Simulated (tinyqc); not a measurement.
From results back to parameters: smearing for a one-band metal on the fcc lattice. Three cases, with inputs chosen for the exercise.

Problem. With Gaussian smearing, f = erfc(x)/2, s = exp(-x^2)/(2 sqrt(pi)), x = (E_k - mu)/sigma and free energy F = E - sigma S, small widths give F(sigma) = E0 - D sigma^2/4, where D is the density of states at the Fermi level (both spins, per cell). F at two widths was computed from hidden E0 and D.

Case 1.

Values chosen: s1 = 0.114 eV; s2 = 0.228 eV.
F(s1) = -3.0929797 eV
F(s2) = -3.1007188 eV

Case 2.

Values chosen: s1 = 0.112 eV; s2 = 0.224 eV.
F(s1) = -2.8452417 eV
F(s2) = -2.8675669 eV

Case 3.

Values chosen: s1 = 0.094 eV; s2 = 0.188 eV.
F(s1) = -1.0970389 eV
F(s2) = -1.1031556 eV

Find: D; E0.

Solution. D = 4 (F(s1) - F(s2))/(s2^2 - s1^2); E0 = F(s1) + D s1^2/4.

Case 1.

D = 0.794 1/eV
E0 = -3.0904 eV

Case 2.

D = 2.373 1/eV
E0 = -2.8378 eV

Case 3.

D = 0.923 1/eV
E0 = -1.0950 eV

Computed by tinyqc, one run a case: `OMP_NUM_THREADS=1 python tinyqc.py N N+1 out.jsonl` with N = 1652671, 1652696, 1652791; one thread of a shared Intel(R) Xeon(R) Processor @ 2.30GHz, about 0.4 s a run at most.
